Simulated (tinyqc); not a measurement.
## Long-channel MOSFET, surface-potential model: effect of the temperature

n-channel transistor on a uniformly doped p-type body, gradual-channel approximation, constant mobility, Boltzmann statistics, full ionisation. Potentials are counted from the neutral body; V is the electron quasi-Fermi potential, Vsb at the source and Vsb + Vds at the drain. Charges are magnitudes per area.

Nc and Nv are given at 300 K and scale as (T/300 K)^1.5; Eg, Vfb and mu are held fixed. ni = sqrt(Nc Nv) exp(-Eg/(2 Vt)), Eg in volts; phiF = Vt ln(Na/ni); Cox = eps0 eox/tox; gamma = sqrt(2 q eps0 eps_r Na)/Cox. The surface potential psi at channel potential V solves Vgs + Vsb - Vfb - psi = gamma sqrt(G), G = psi - Vt + Vt exp((psi - 2 phiF - V)/Vt). Charge sheet: Qi = Cox gamma [sqrt(G) - sqrt(psi - Vt)]; I = mu (W/L) [integral of Qi dpsi from psi_0 to psi_L (drift) + Vt (Qi0 - QiL) (diffusion)], with psi_0 at V = Vsb and psi_L at V = Vsb + Vds. VT = Vfb + 2 phiF + gamma sqrt(2 phiF + Vsb), m = 1 + gamma/(2 sqrt(2 phiF + Vsb)). The swing is 20 mV/log10[I(VT - 0.14 V)/I(VT - 0.16 V)] of the charge-sheet current at the given Vds.

Parameters, values chosen for the exercise; material values those of a made-up semiconductor: band gap Eg = 1.19 eV; relative permittivity of the semiconductor eps_r = 9.67; conduction-band density of states at the reference temperature Nc = 3.37e19 cm^-3; valence-band density of states at the reference temperature Nv = 2.43e19 cm^-3; acceptor density of the body Na = 3.9e16 cm^-3; relative permittivity of the gate insulator eox = 4.04; insulator thickness tox = 2.6 nm; flat-band voltage Vfb = -0.85 V; channel mobility mu = 130 cm^2/(V s); gate width W = 2 um; gate length L = 5 um; source-body reverse bias Vsb = 0 V; gate-source voltage Vgs = 0.32 V; drain-source voltage Vds = 0.2 V.

Constants: q = 1.602176634e-19 C, kB = 1.380649e-23 J/K, Vt = kB T/q, eps0 = 8.8541878128e-14 F/cm where lengths are in cm. Results are converted to the units shown.

The same in every row: gamma (V^0.5) = 0.07519.

Effect of the temperature:
```
T (K)    VT (V)      m  swing (mV/decade)  I at Vgs, Vds (uA)
220      0.1810  1.038              46.04              0.1548
250      0.1395  1.039              52.51              0.2902
280     0.09698  1.040              59.05              0.4739
310     0.05354  1.041              65.67              0.7025
340    0.009285  1.042              72.41              0.9659
370    -0.03574  1.043              79.28               1.253
400    -0.08147  1.045              86.33               1.557
```

As T goes from 220 to 400 K, VT falls from 0.181 to -0.0815 V, the swing rises from 46.0 to 86.3 mV a decade and the current rises from 0.155 to 1.56 uA. The swing is 1.6 % above m Vt ln 10 in the first row and 4.1 % above it in the last. In every row the mobility is held fixed, though a real channel mobility changes with T and would alter the trend of the current.

tinyqc, about 0.05 s, one thread, Intel Xeon 2.30GHz (shared host): `OMP_NUM_THREADS=1 python tinyqc.py 2360116 2360117 out.jsonl`
